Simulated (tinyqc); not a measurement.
Worked calculation: four-point probe, van der Pauw, Hall and spreading-resistance readings of a semiconductor layer. Computed by tinyqc, a small Python program that keeps every step. Command: `OMP_NUM_THREADS=1 python tinyqc.py 3113798 3113799 out.jsonl probe walk`. One thread of a shared host (Intel(R) Xeon(R) Processor @ 2.30GHz), about 0.01 s of CPU time with the checks. Intermediate numbers are printed to about 5 digits and carried at full precision; extremes and crossings named in words are read from the listed rows.

The layer is uniform and ohmic; contacts are points unless a radius is given.

Inputs (values chosen for the exercise, modelled on n-type silicon):

| quantity | value | unit |
|---|---|---|
| carrier density n | 9.8e+15 | 1/cm^3 |
| drift mobility mu | 1320 | cm^2/(V s) |
| layer thickness t | 44 | micrometre |
| probe spacing s | 1 | mm |
| current I | 0.08 | mA |
| side ratio a/b of the van der Pauw rectangle | 2.1 | - |
| magnetic field B | 0.29 | T |
| Hall factor r_H | 1.1 | - |
| wafer diameter over spacing D/s | 110 | - |

Backing of the layer: insulating.

Constants: e = 1.602176634e-19 C.

## Resistivity and sheet resistance

rho = 1/(e n mu); R_s = rho/t.

resistivity rho = 0.48249 ohm cm

sheet resistance R_s = 109.66 ohm/square

## Four-point voltage

Collinear probes with equal spacing on a layer with insulating backing: images at depth 2 m t give V = (rho I/(2 pi s)) G, G = 1 + 4 sum_(m>=1) [1/sqrt(1 + (2 m u)^2) - 1/sqrt(4 + (2 m u)^2)], u = t/s; the sum runs to m = 20000, with the tail 3/(32 u^3 M^2) added to the sum for M = 20000. Limits: thick, rho = 2 pi s V/I; thin on an insulator, rho = (pi/ln 2) t V/I.

t/s = 0.044

G = 31.507

voltage V = 1.9355 mV

rho by the thick formula = 15.202 ohm cm

rho by the thin formula = 0.48249 ohm cm

The thick formula is off by +3050.7 % and the thin one by 0.0 %.

## Thickness correction

The last two columns give rho(formula)/rho for rho = 2 pi s V/I and rho = (pi/ln 2) t V/I.

Correction against t/s:

| t/s | G | thick formula | thin formula |
|---|---|---|---|
| 0.1 | 13.863 | 13.863 | 1.0000 |
| 0.2 | 6.931 | 6.931 | 1.0000 |
| 0.3 | 4.621 | 4.621 | 1.0000 |
| 0.5 | 2.780 | 2.780 | 1.0026 |
| 0.7 | 2.017 | 2.017 | 1.0187 |
| 1.0 | 1.504 | 1.504 | 1.0852 |
| 1.5 | 1.197 | 1.197 | 1.2955 |
| 2.0 | 1.094 | 1.094 | 1.5781 |
| 3.0 | 1.031 | 1.031 | 2.2304 |
| 5.0 | 1.007 | 1.007 | 3.6319 |

The thin formula holds to 1 % up to t/s = 0.5 and the thick one holds to 1 % from t/s = 5.

## Finite wafer

For a thin circular wafer probed at its centre, R_s = C V/I with C = pi/(ln 2 + ln[((D/s)^2 + 3)/((D/s)^2 - 3)]).

factor C = 4.5291

error if pi/ln 2 is used = 0.071539 %

## The two van der Pauw resistances

Thin rectangle with point contacts at the corners; for R_B current and voltage contacts lie along the two sides of length a, for R_A along those of length b: exp(-pi R_A/R_s) = (theta_4/theta_3)^4, exp(-pi R_B/R_s) = (theta_2/theta_3)^4 with q = exp(-pi a/b), theta_2 = 2 sum_(m>=0) q^((m + 1/2)^2), theta_3 = 1 + 2 sum_(m>=1) q^(m^2), theta_4 = 1 + 2 sum_(m>=1) (-1)^m q^(m^2).

R_A = 0.76176 ohm

R_B = 133.88 ohm

ratio R_B/R_A = 175.76

## Solving the van der Pauw equation

Solve exp(-pi z R_A) + exp(-pi z R_B) = 1 for z = 1/R_s by seven Newton steps from z = 2 ln 2/(pi (R_A + R_B)); f = R_s 2 ln 2/(pi (R_A + R_B)).

Steps:

| step | 1/z (ohm) | left side less 1 |
|---|---|---|
| 0 | 305.13 | 2.4416e-01 |
| 1 | 180.81 | 8.4517e-02 |
| 2 | 133.76 | 2.5354e-02 |
| 3 | 114.75 | 4.9541e-03 |
| 4 | 109.98 | 3.0727e-04 |
| 5 | 109.66 | 1.3698e-06 |
| 6 | 109.66 | 0 |

R_s found = 109.66 ohm/square

correction f = 0.35938

Averaging R_A and R_B without f would overstate R_s by 178.3 %.

## Hall reading

V_H = r_H I B/(e n t); apparent density n/r_H; Hall mobility r_H mu; Hall angle tan = r_H mu B (SI).

Hall voltage = 0.36940 mV

apparent density = 8.9091e+15 1/cm^3

Hall mobility = 1452 cm^2/(V s)

tangent of the Hall angle = 0.042108

Checks made by the program: thin limit of G, 2 ln 2/u at u = 0.02 (relative difference below 1e-10); R_s recovered (relative difference below 1e-10).
